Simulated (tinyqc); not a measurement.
Field dependence: Hall effect and magnetoresistance of several carrier groups with constant relaxation times. Computed by tinyqc, a small Python program. Command: `OMP_NUM_THREADS=1 python tinyqc.py 3017672 3017673 out.jsonl hall2 walk`. One thread of a shared host (Intel(R) Xeon(R) Processor @ 2.30GHz), about 0.01 s of CPU time with the checks.

Group 1 has charge -e and group 2 charge -e; s_i is that sign. B lies along z; mu B is formed with mu in m^2/(V s).

Inputs (values chosen for the exercise, for a model conductor):

| quantity | value | unit |
|---|---|---|
| density n1 | 9.3e+15 | 1/cm^3 |
| mobility mu1 | 61000 | cm^2/(V s) |
| density n2 | 5.5e+15 | 1/cm^3 |
| mobility mu2 | 2600 | cm^2/(V s) |
| magnetic field B | 7 | T |

Carriers: two electron groups. Densities: per volume.

Constants: e = 1.602176634e-19 C.

Method:
- Weak field: R_H(0) = sum s_i n_i mu_i^2/(e (sum n_i mu_i)^2); MR = c B^2 with c = n1 n2 mu1 mu2 (s1 mu1 - s2 mu2)^2/(n1 mu1 + n2 mu2)^2. Strong field: R_H = 1/(e sum s_i n_i); rho_xx saturates at (n1/mu1 + n2/mu2)/(e (sum s_i n_i)^2).
- sigma_xx = sum n_i e mu_i/(1 + mu_i^2 B^2); sigma_xy = sum s_i n_i e mu_i^2 B/(1 + mu_i^2 B^2).
- rho_xx = sigma_xx/(sigma_xx^2 + sigma_xy^2); Hall coefficient R_H = sigma_xy/(B (sigma_xx^2 + sigma_xy^2)), with B in V s/cm^2 (1 T = 1e-4 V s/cm^2); magnetoresistance MR = rho_xx(B)/rho_xx(0) - 1.

saturation MR = 502.163 %

Against the field:

| B (T) | mu1 B | rho_xx (ohm cm) | R_H (cm^3/C) | MR (%) |
|---|---|---|---|---|
| 0.0082 | 5.0020e-02 | 0.010732 | -639.22 | 5.4998e-03 |
| 0.025 | 1.5250e-01 | 0.010737 | -639.20 | 5.1117e-02 |
| 0.066 | 4.0260e-01 | 0.010770 | -639.06 | 3.5605e-01 |
| 0.16 | 9.7600e-01 | 0.010955 | -638.32 | 2.0853e+00 |
| 0.41 | 2.5010e+00 | 0.012168 | -633.42 | 1.3383e+01 |
| 0.98 | 5.9780e+00 | 0.018022 | -609.80 | 6.7929e+01 |
| 2.5 | 1.5250e+01 | 0.037917 | -529.50 | 2.5332e+02 |
| 6.6 | 4.0260e+01 | 0.057965 | -448.59 | 4.4013e+02 |
| 20 | 1.2200e+02 | 0.063807 | -425.01 | 4.9457e+02 |

What follows from these numbers?

MR starts as B^2.00 and ends as B^0.11; it saturates at 502 %. One group alone would show no magnetoresistance in this model. The rows with mu1 B well above 1 show the semiclassical limit; Landau quantisation is left out. Caution: mu B is well above 1, where Landau quantisation, left out here, shows at low temperature.
